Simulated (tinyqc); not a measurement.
Photoconductance decay in a wafer: bulk and surface recombination modes, and iron detection by pair splitting: one step, computed by the program tinyqc. Command: `OMP_NUM_THREADS=1 python tinyqc.py 3110935 3110936 out.jsonl pcd walk`. One thread of a shared host (Intel(R) Xeon(R) Processor @ 2.30GHz), about 0.01 s of CPU time with the checks.

Both faces of the wafer have the same S; injection is low and all coefficients are constant. x runs from -W/2 to W/2.

Task: Decay rates of the even modes. Even modes cos(a x) obey b tan b = S W/(2 D) with b = a W/2, odd modes sin(a x) obey -b cot b = S W/(2 D); each decays at the rate 1/tau_b + D a^2.

Inputs (values chosen for the exercise, modelled on p-type silicon): thickness W = 775 micrometre; diffusivity D = 22.9 cm^2/s; bulk lifetime tau_b without iron = 680 microsecond; surface recombination velocity S = 80000 cm/s.

Give: the table «The first four even modes: b, surface rate and decay time» with the columns b_n, surface rate D a^2 (1/s), decay time (microsecond), for n = 0, 1, 2, 3.

Result:

The first four even modes: b, surface rate and decay time:
```
n     b_n  surface rate D a^2 (1/s)  decay time (microsecond)
0   1.559                3.7080e+04                    25.940
1   4.678                3.3372e+05                     2.983
2   7.796                9.2701e+05                     1.077
3  10.915                1.8170e+06                     0.550
```
